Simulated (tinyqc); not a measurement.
# Trap-assisted generation and recombination current of an abrupt junction, step by step

A worked calculation. Computed by tinyqc, a small Python program that keeps every step. Command: `OMP_NUM_THREADS=1 python tinyqc.py 3023549 3023550 out.jsonl junctionleak walk`. One thread of a shared host (Intel(R) Xeon(R) Processor @ 2.30GHz), about 0.01 s of CPU time with the checks. Intermediate numbers are printed to about 6 digits and carried at full precision; extremes and crossings named in words are read from the listed rows.

Depletion approximation, flat quasi-Fermi levels across the depleted layer, long neutral regions with minority lifetimes tau_n and tau_p, full ionisation and Boltzmann statistics. Voltages in exponents stand for e V.

Inputs (values chosen for the exercise, with bands and screening modelled on silicon):
```
quantity,value,unit
gap E_g,1.12,eV
electron mass m_e,0.336,m_0
valleys M_c,6,-
hole mass m_h,0.814,m_0
dielectric constant eps,11.7,-
acceptor density N_A,2e+15,cm^-3
donor density N_D,4.1e+18,cm^-3
capture time tau_n,1.4e-09,s
capture time tau_p,3.1e-05,s
trap level E_t - E_i,0.05,eV
electron diffusion coefficient D_n,52,cm^2/s
hole diffusion coefficient D_p,1.8,cm^2/s
forward bias V,0.41,V
reverse bias V_r,2.2,V
temperature T,250,K
tunnelling mass m_t,0.084,m_0
```

Field enhancement: Hurkx tunnelling factor.

Constants: k_B = 8.617333262e-05 eV/K; m_0 = 9.1093837015e-31 kg; k_B = 1.380649e-23 J/K; h = 6.62607015e-34 J s; e = 1.602176634e-19 C; eps_0 = 8.8541878128e-12 F/m; hbar = 1.054571817e-34 J s.

## Built-in voltage and diffusion current

N_c = 2 M_c (2 pi m_e k_B T/h^2)^(3/2) and N_v = 2 (2 pi m_h k_B T/h^2)^(3/2), masses in units of m_0. n_i = sqrt(N_c N_v) exp(-E_g/2 k_B T); V_bi = (k_B T/e) ln(N_A N_D/n_i^2); diffusion saturation current J_d0 = e n_i^2 [sqrt(D_n/tau_n)/N_A + sqrt(D_p/tau_p)/N_D].

k_B T = 0.0215433 eV

n_i = 9.08857e+07 cm^-3

V_bi = 0.892739 V

J_d0 = 1.27529e-13 A/cm^2

## Depleted layer under reverse bias

W = sqrt(2 eps eps_0 (V_bi - V)(1/N_A + 1/N_D)/e), x_p = W N_D/(N_A + N_D), x_n = W - x_p, peak field F_m = 2 (V_bi - V)/W; reverse bias means V = -V_r.

W = 1414.46 nm

x_p = 1413.77 nm

x_n = 0.689642 nm

peak field F_m = 43730.4 V/cm

## Field enhancement at the peak field

Both capture times are divided by 1 + Gamma, Gamma = 2 sqrt(3 pi) (F/F_G) exp((F/F_G)^2), F_G = sqrt(24 m_t (k_B T)^3)/(e hbar) (the low-field Hurkx form), F being the local field, linear in x from 0 at the edges to F_m.

F_G = 162644 V/cm

Gamma at F_m = 1.77463

## Generation across the layer

Potential from the p edge: phi = (V_bi - V) x^2/(x_p W) on the p side and (V_bi - V)[1 - (W - x)^2/(x_n W)] on the n side; p = N_A exp(-phi/k_B T), n = n_i^2 exp(V/k_B T)/p; U = (n p - n_i^2)/[tau_p (n + n_i exp(dE/k_B T)) + tau_n (p + n_i exp(-dE/k_B T))], dE = E_t - E_i, n1 = n_i exp(dE/k_B T), p1 = n_i exp(-dE/k_B T); J_t = e int U dx by the trapezoid rule on 400 intervals on each side.

Profile under reverse bias:
```
x (nm),F (V/cm),n (cm^-3),p (cm^-3),generation -U (cm^-3 s^-1)
70.69,2186.5,2.64061e-44,1.39714e+15,4.50557e+09
212.07,6559.6,4.65622e-43,7.92336e+13,7.38348e+10
424.13,13119.1,7.48851e-39,4.92660e+09,4.31249e+11
706.88,21865.2,6.99892e-29,5.27123e-01,5.29798e+11
989.64,30611.3,6.32389e-14,5.83389e-16,6.32502e+11
1272.39,39357.4,5.52403e+06,6.67862e-36,7.36944e+11
1413.77,43730.4,3.82284e+18,9.65066e-48,1.93396e+02
1413.97,30720.6,3.96079e+18,9.31452e-48,1.48127e+02
1414.25,13228.5,4.07382e+18,9.05609e-48,9.82877e+01
1414.42,2295.8,4.09921e+18,9.00000e-48,7.06372e+01
```

## Reverse current

Generation lifetime tau_g = tau_p exp(dE/k_B T) + tau_n exp(-dE/k_B T); textbook estimate e n_i W/tau_g; generation current J_g = -J_t; total = J_g + J_d0 (1 - exp(-V_r/k_B T)).

generation current = 9.38004e-12 A/cm^2

tau_g = 3.15731e-04 s

estimate e n_i W/tau_g = 6.52346e-12 A/cm^2

total reverse current = 9.50757e-12 A/cm^2

The integral is 1.44 times the estimate, through the field enhancement. Generation carries 98.7 % of the reverse current.

## Forward current and ideality

Total J = J_t + J_d0 (exp(V/k_B T) - 1); ideality n = (e/k_B T) dV/d ln J, central difference of 1 mV.

recombination current in the layer = 7.06983e-06 A/cm^2

total forward current = 3.05578e-05 A/cm^2

ideality factor = 1.10471

## Which current rules in forward bias

J_d = J_d0 (exp(V/k_B T) - 1). Ideality n = (e/k_B T) dV/d ln J, central difference of 1 mV. The rows stop just below the bias where n = 0.1 p or tau_p n = 0.1 tau_n p at the p edge, or the like at the n edge.

Forward characteristic:
```
V (V),J_t (A/cm^2),J_d (A/cm^2),ideality of J_t,ideality of the sum
0.09,8.76460e-11,8.18875e-12,1.06810,1.06042
0.14,7.34118e-10,8.45728e-11,1.11312,1.10008
0.20,8.38463e-09,1.37212e-09,1.18268,1.15304
0.25,5.50715e-08,1.39760e-08,1.29643,1.22304
0.30,2.96671e-07,1.42345e-07,1.46967,1.27543
0.35,1.32540e-06,1.44977e-06,1.62074,1.22386
0.41,7.06983e-06,2.34880e-05,1.69401,1.10471
0.46,2.67899e-05,2.39222e-04,1.84264,1.04828
```

Diffusion overtakes recombination between 0.3 and 0.35 V, and the ideality of the sum goes from 1.06 to 1.05, with a maximum of 1.28 at 0.3 V. The ideality of J_t alone lies between 1.07 and 1.84.

## Leakage against temperature

The gap, capture times and diffusion coefficients are held fixed. J_g = -J_t at V = -V_r. The last column is -k_B d ln(J_g + J_d0)/d(1/T) from this row and the one above.

Reverse current:
```
T (K),generation (A/cm^2),diffusion (A/cm^2),activation energy (eV)
200,6.55790e-15,1.48022e-19,-
220,1.75515e-13,7.24788e-17,0.62324
250,9.38004e-12,1.27529e-13,0.63063
280,2.22967e-10,4.70280e-11,0.67285
310,2.95789e-09,5.69967e-09,0.86462
350,4.60687e-08,9.88347e-07,1.11804
400,6.59113e-07,1.53037e-04,1.20670
```

The activation energy goes from 0.623 to 1.207 eV. Generation alone gives about E_g/2 + dE if tau_p exp(dE/k_B T) exceeds tau_n exp(-dE/k_B T), else E_g/2 - dE, here 0.610 eV, plus 1.5 k_B T, less where tunnelling helps, and diffusion E_g = 1.12 eV plus 3 k_B T; diffusion takes over by 310 K.

Checks made by the program: the integral with twice the points (relative difference 5e-09); the forward integral with twice the points (relative difference 2e-07).
